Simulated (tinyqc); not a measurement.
Mobility of a non-polar semiconductor in the relaxation-time approximation: one step, computed by the program tinyqc. Command: `OMP_NUM_THREADS=1 python tinyqc.py 3007917 3007918 out.jsonl rta walk`. One thread of a shared host (Intel(R) Xeon(R) Processor @ 2.30GHz), about 0.01 s of CPU time with the checks.

Each valley is treated as a sphere of mass m_d for states and rates, with one isotropic relaxation time; the conductivity mass m_c sets the current.

Problem. Masses. m_d = (m_l m_t^2)^(1/3); 1/m_c = (1/m_l + 2/m_t)/3; Hall mass factor A = 3 K_m (K_m + 2)/(2 K_m + 1)^2, K_m = m_l/m_t; N_I = n (1 + C)/(1 - C).

Inputs (values chosen for the exercise, modelled on electrons in diamond):

| quantity | value | unit |
|---|---|---|
| longitudinal mass m_l | 1.51 | m_0 |
| transverse mass m_t | 0.277 | m_0 |
| carrier density n | 1.3e+19 | 1/cm^3 |
| compensation ratio C | 0 | - |

Band: Kane. Impurity formula: Brooks-Herring. Further scattering: none.

Give: density-of-states mass m_d; conductivity mass m_c; Hall mass factor A; ionised impurity density N_I.

Solution.

density-of-states mass m_d = 0.4875 m_0

conductivity mass m_c = 0.3806 m_0

Hall mass factor A = 0.8601

ionised impurity density N_I = 1.30e+19 1/cm^3
